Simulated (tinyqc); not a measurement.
Inside a calculation: eight-band Kane k.p model. Values are carried at full precision from step to step, so a last printed digit may differ when a step is redone from the rounded ones.

Constants: hbar^2/2m0 = 3.80998211 eV angstrom^2.

Parameters, chosen for this exercise (near those of GaSb; the results hold for these values, not for the real material):

| symbol | value | unit | meaning |
|---|---|---|---|
| Eg | 0.804 | eV | gap at Gamma to the s-like level |
| Dso | 0.765 | eV | spin-orbit splitting |
| Ep | 27 | eV | Kane energy |
| me | 0.0387 | m0 | electron mass at Gamma |
| g1 | 13.38 |  | Luttinger gamma1 |
| g2 | 4.71 |  | gamma2 |
| g3 | 6.01 |  | gamma3 |
| k | (-0.004, 0.021, 0) | 1/angstrom | wave vector |
| kmax | 0.06 | 1/angstrom | end of the path |

## Derived values

P = sqrt(Ep c); A = 1/me - Ep (Eg + 2 Dso/3)/(Eg (Eg + Dso)) keeps the electron mass; g1' = g1 - Ep/(3 Eg), g2' = g2 - Ep/(6 Eg), g3' = g3 - Ep/(6 Eg) remove the coupling to S that the Luttinger values already hold; L = -c (g1' + 4 g2'), M = -c (g1' - 2 g2'), N = -6 c g3'. c = hbar^2/2m0.

P = 10.1425 eV angstrom
A = -2.2844

g1', g2', g3': 2.1860  -0.8870  0.4130

L, M, N (eV angstrom^2): 5.1895  -15.0875  -9.4408

The coupling to the valence bands supplies 28.12, against 1/me = 25.84; A makes up the difference. The diagonal terms in A and L bend towards the gap, so the set should be tested for spurious states at large k.

## The Hamiltonian at one k

Eight-band Kane model, basis S, X, Y, Z times spin, zero of energy at the top of the unstrained valence band, c = hbar^2/2m0. Within each spin: H_SS = Eg + A c k^2, H_SX = i P kx (likewise Y, Z), H_XX = -Dso/3 + L kx^2 + M (ky^2 + kz^2), H_XY = N kx ky, and cyclic. Spin-orbit term (Dso/3) L.sigma on X, Y, Z with (L_k)_ij = -i epsilon_kij: <X+|H|Y+> = -i Dso/3, <X+|H|Z-> = Dso/3, <Y+|H|Z-> = -i Dso/3, <Z+|H|X-> = -Dso/3, <Z+|H|Y-> = i Dso/3, <X-|H|Y-> = i Dso/3, and their conjugates; + and - are the spin along z. Terms from inversion asymmetry are left out, so every level is twofold.

Fill in the matrix.

H(k) (eV):
```
          S+              X+              Y+        Z+        S-              X-
S+    0.8000        -0.0406i         0.2130i         0         0               0
X+   0.0406i         -0.2616  0.0008-0.2550i         0         0               0
Y+  -0.2130i  0.0008+0.2550i         -0.2530         0         0               0
Z+         0               0               0   -0.2619         0         -0.2550
S-         0               0               0         0    0.8000        -0.0406i
X-         0               0               0   -0.2550   0.0406i         -0.2616
Y-         0               0               0  -0.2550i  -0.2130i  0.0008-0.2550i
Z-         0          0.2550         0.2550i         0         0               0

                Y-        Z-
S+               0         0
X+               0    0.2550
Y+               0  -0.2550i
Z+         0.2550i         0
S-         0.2130i         0
X-  0.0008+0.2550i         0
Y-         -0.2530         0
Z-               0   -0.2619
```

## Levels and orbital character

Diagonalise H; the levels come in pairs. The weights are summed over spin and averaged over each pair.

levels, each twofold (eV): -0.7789  -0.0379  -0.0064  0.8468

weights:
```
   pair 1  pair 2  pair 3  pair 4
S   0.006   0.041   0.000   0.953
X   0.326   0.192   0.479   0.003
Y   0.343   0.587   0.027   0.043
Z   0.325   0.179   0.494   0.002
```

The conduction pair has 4.7 % valence character at this k; the valence pair with most S character is pair 2 (4.1 %).

## Bands along [100] and [111]

The same diagonalisation at six points |k| = 0, kmax/5, ..., kmax along each direction.

Levels (eV):

| direction | \|k\| (1/angstrom) | pair 1 | pair 2 | pair 3 | pair 4 |
|---|---|---|---|---|---|
| [100] | 0.000 | -0.7650 | 0.0000 | 0.0000 | 0.8040 |
| [100] | 0.012 | -0.7694 | -0.0123 | -0.0022 | 0.8179 |
| [100] | 0.024 | -0.7825 | -0.0466 | -0.0087 | 0.8574 |
| [100] | 0.036 | -0.8046 | -0.0972 | -0.0196 | 0.9167 |
| [100] | 0.048 | -0.8360 | -0.1582 | -0.0348 | 0.9903 |
| [100] | 0.060 | -0.8769 | -0.2247 | -0.0543 | 1.0736 |
| [111] | 0.000 | -0.7650 | 0.0000 | 0.0000 | 0.8040 |
| [111] | 0.012 | -0.7694 | -0.0136 | -0.0007 | 0.8179 |
| [111] | 0.024 | -0.7828 | -0.0514 | -0.0030 | 0.8568 |
| [111] | 0.036 | -0.8063 | -0.1058 | -0.0067 | 0.9142 |
| [111] | 0.048 | -0.8415 | -0.1690 | -0.0119 | 0.9838 |
| [111] | 0.060 | -0.8901 | -0.2341 | -0.0187 | 1.0606 |

At kmax the conduction band lies 13.1 meV and the top valence band 35.7 meV apart between the two directions. k.p holds near Gamma; the zone edge lies near 1 1/angstrom.

## Masses at Gamma

m*/m0 = c h^2/(E(h) - E(0)) with |k| = h = 0.0001 1/angstrom; negative values are hole-like.

Masses (m0):

| direction | pair 1 | pair 2 | pair 3 | pair 4 |
|---|---|---|---|---|
| [100] | -0.126 | -0.044 | -0.253 | 0.039 |
| [111] | -0.126 | -0.039 | -0.735 | 0.039 |

Without strain the limits are known: me for pair 4, -1/(g1 -/+ 2 g2) for the heavy and light holes along [100], -1/(g1 -/+ 2 g3) along [111], and -1/(g1 - Ep Dso/(3 Eg (Eg + Dso))) = -0.126 for the split-off band.

## Checks

- Electron mass of the unstrained model by finite differences against the input me: both 0.03870.
- Heavy-hole mass along [100] against 1/(g1 - 2 g2): both 0.2525.
- Light-hole mass along [100] against 1/(g1 + 2 g2): both 0.04386.

Computed by tinyqc, a small Python program: `OMP_NUM_THREADS=1 python tinyqc.py 1051419 1051420 out.jsonl` (the numbers bound the seed that draws the inputs); one thread of a shared host (Intel(R) Xeon(R) Processor @ 2.30GHz), about 0.02 s for the whole set of steps.
